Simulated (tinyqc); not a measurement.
Length of a polyene: Hueckel, PPP and singles CI along the polyenes. Computed by the program tinyqc. Hueckel uses the same beta without repulsion; CIS keeps all single excitations and so misses the low, doubly excited 2Ag state. W is the valence ionisation energy of a centre, MN the Mataga-Nishimoto formula, f the oscillator strength.

All-trans chains of carbon centres 1.40 angstrom apart:

| parameter | value |
|---|---|
| beta (eV), times 1 +/- alternation | -2.630000 |
| alternation | 0.160000 |
| W (eV) | 11.160000 |
| gamma_rr (eV) | 10.710000 |
| repulsion formula | Ohno |

Gaps and excitations (eV):

| centres | Hueckel gap | PPP orbital gap | bright singlet (CIS) | f | lowest triplet (CIS) |
|---|---|---|---|---|---|
| 2 | 6.1016 | 13.5201 | 7.7473 | 0.6642 | 4.4559 |
| 6 | 3.4469 | 9.8255 | 5.3376 | 1.5927 | 3.0093 |
| 8 | 2.9800 | 9.1314 | 4.8170 | 1.9810 | 2.7687 |
| 10 | 2.6855 | 8.6947 | 4.4771 | 2.3464 | 2.6307 |
| 12 | 2.4850 | 8.4017 | 4.2437 | 2.6995 | 2.5455 |
| 14 | 2.3412 | 8.1955 | 4.0769 | 3.0463 | 2.4897 |

Estimate the missing row, centres = 4.

Computed row:
```
centres  Hueckel gap  PPP orbital gap  bright singlet (CIS)       f  lowest triplet (CIS)
4             4.2800          11.0382                6.1934  1.1654                3.4719
```

The Hueckel gap tends to 4 x alternation x |beta| = 1.68 eV for long chains. Exchange opens the PPP orbital gap, and the attraction of electron and hole brings the bright state 4.12 eV below it at 14 centres; the triplet lies 1.59 eV lower still.
